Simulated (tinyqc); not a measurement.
Which roughness does what: X-ray reflectivity of a thin film on silicon: critical angles, Parratt recursion, fringes and roughness. Computed by tinyqc, a small Python program. Command: `OMP_NUM_THREADS=1 python tinyqc.py 3120698 3120699 out.jsonl xrr walk`. One thread of a shared host (Intel(R) Xeon(R) Processor @ 2.30GHz), about 0.01 s of CPU time with the checks.

n = 1 - delta + i beta; the classical electron radius is r_e = 2.8179403e-6 nm. Layer 0 is vacuum, 1 the film, 2 the substrate.

Inputs (values chosen for the exercise, modelled on copper on silicon, copper K-alpha radiation):
```
quantity,value,unit
wavelength lambda,0.15406,nm
film density rho,8.44,g/cm^3
"effective electrons per unit mass, film",0.46,mol/g
"beta/delta, film",0.024,-
film thickness d,12.1,nm
roughness of the surface sigma_1,0.88,nm
roughness of the interface sigma_2,0.79,nm
substrate density,2.33,g/cm^3
"effective electrons per unit mass, substrate",0.507,mol/g
"beta/delta, substrate",0.023,-
grazing angle theta,1.46,degrees
```

Constants: N_A = 6.02214076e+23 1/mol.

Method:
- delta = r_e lambda^2 rho_e/(2 pi), rho_e = density x electrons per mass x N_A; critical angle sqrt(2 delta), q_c = 4 sqrt(pi r_e rho_e).
- k_j = (2 pi/lambda) sqrt(sin^2 theta - 2 delta_j + 2 i beta_j); r_ij = (k_i - k_j)/(k_i + k_j) x exp(-2 k_i k_j sigma^2) (Nevot-Croce); r = (r_01 + r_12 p)/(1 + r_01 r_12 p), p = exp(2 i k_1 d); R = |r|^2.
- Far above the critical angle the period is d theta = lambda/(2 d), or 2 pi/d in q; the envelope runs between (|r_01| - |r_12 p|)^2 and (|r_01| + |r_12 p|)^2; contrast = 2 a b/(a^2 + b^2) with a = |r_01|, b = |r_12 p|; roughness factors on the amplitudes are about exp(-q^2 sigma^2/2).
- R is averaged over one period above each angle (64 points); contrast = (max - min)/(max + min) of R theta^4 over that period. Cases: smooth; only sigma_1; only sigma_2; both.

period in theta = 0.364752 degrees

Constants:
```
layer,rho_e (1/nm^3),delta,beta,critical angle (degrees),q_c (1/nm)
film,2338.04,2.48876e-05,5.97302e-07,0.404230,0.575475
substrate,711.40,7.57263e-06,1.74170e-07,0.222977,0.317437
```

Mean R and contrast:
```
theta (degrees),R smooth,contrast,"R, sigma_1","contrast, sigma_1","R, sigma_2","contrast, sigma_2","R, both","contrast, both"
0.8,0.0029354,0.92909,1.4298e-03,9.9225e-01,0.0024070,7.3358e-01,8.3900e-04,0.98677
1.2,0.0008186,0.93482,3.0457e-04,6.2563e-01,0.0005835,4.2615e-01,7.3541e-05,0.99983
1.8,0.0001533,0.93338,5.3280e-05,1.5943e-01,0.0001136,1.3173e-01,5.8041e-07,0.97279
2.5,0.0000458,0.93428,1.5961e-05,1.1299e-02,0.0000336,1.5502e-02,2.4412e-09,0.84983
3.5,0.0000138,0.93487,4.4463e-06,4.6525e-04,0.0000093,1.1833e-03,3.6329e-13,0.93881
```

What does the comparison show, and why?

At 2.5 degrees sigma_1 alone multiplies the mean R by 0.35 and sigma_2 alone by 0.73; the contrast goes from 0.93 (smooth) to 0.01 and 0.02.
